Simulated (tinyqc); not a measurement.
Competing polymorphs of an oxide film: bulk, surface, grain-boundary, dopant and field terms: one step, computed by the program tinyqc. Command: `OMP_NUM_THREADS=1 python tinyqc.py 3031634 3031635 out.jsonl polymorph walk`. One thread of a shared host (Intel(R) Xeon(R) Processor @ 2.30GHz), about 0.01 s of CPU time with the checks.

Phases: monoclinic m (reference), polar orthorhombic o, tetragonal t. Free energies per formula unit (f.u.); 1 J/m^2 x angstrom^3/nm = 6.241509 meV.

Task: Free energies of the grain. Area per volume: A = 2/h + f_b/R (two free faces; the side wall 2/R is shared by two grains and carries f_b gamma); G = b + gamma Omega A.

Inputs (values chosen for the exercise, for a model oxide):

| quantity | value | unit |
|---|---|---|
| surface energy of m | 2.67 | J/m^2 |
| surface energy of o | 2.15 | J/m^2 |
| surface energy of t | 1.83 | J/m^2 |
| grain-boundary energy over surface energy | 0.46 | - |
| volume per formula unit Omega | 33.4 | angstrom^3 |
| film thickness h | 5.9 | nm |
| grain radius R | 13 | nm |
| temperature T | 300 | K |

Geometry: columnar grains in a film.

b (meV/f.u.): m 0.00, o 36.55, t -2.10

Give: area per volume A; G less G(m); G(o) - G(m); G(t) - G(o).

Result:

area per volume A = 0.37437 1/nm

G less G(m) (meV/f.u.): m 0.000, o -4.032, t -67.656

G(o) - G(m) = -4.0324 meV/f.u.

G(t) - G(o) = -63.624 meV/f.u.

The lowest phase is t, by 63.6 meV/f.u. over o, as in the bulk terms. Caution: this is an equilibrium ranking; real films often keep the phase that nucleates first on cooling from t.
